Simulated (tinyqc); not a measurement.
# Scale length and length offset from two DIBL values

Problem. DIBL = exp(-Le/(2 l)) + 2 exp(-Le/l) with Le = L - dL. Find l, dL and the drawn length for a DIBL of 100 mV/V.

DIBL at drawn lengths 34 and 62 nm (mV/V): 104.84215  11.614723

Solution. With e = exp(-Le/(2 l)), 2 e^2 + e = DIBL gives e and so Le/l at each length; Le/l is a straight line in L with slope 1/l.

l = 6.80 nm
dL = 1.10 nm
length for 100 mV/V = 34.6 nm

Numbers from tinyqc (`OMP_NUM_THREADS=1 python tinyqc.py 2002120 2002121 out.jsonl`; about 0.01 s on one thread of a shared Intel Xeon 2.30GHz).
